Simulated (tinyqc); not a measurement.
## Pinning factor and decay constant from two barriers

Question. phiB = S (phiM - chi) + (1 - S)(Eg - E0) with S = 1/(1 + (1/S0 - 1) exp(-be ti)). Find S0, S at the given thickness and be.

Inputs (values chosen for the exercise); semiconductor values close to those of In0.53Ga0.47As; interlayer mass of the order of that in aluminium oxide, offset chosen freely:
- Eg = 0.747 eV (band gap)
- chi = 4.4 eV (electron affinity)
- E0 = 0.51 eV (charge-neutrality level above the valence band)
- phiM = 4.92 eV (metal work function)

phiB at ti = 0, 0.5 nm (eV): [0.27945000, 0.37251804]

Solution. Each barrier gives its S by linear interpolation between the pinned and the unpinned value; the ratio of the two values of 1/S - 1 is exp(be ti).

S0 = 0.150
S = 0.479
be = 3.30 1/nm

Program tinyqc, `OMP_NUM_THREADS=1 python tinyqc.py 2270122 2270123 out.jsonl`; Intel Xeon 2.30GHz, shared host, one thread, about 0.02 s.
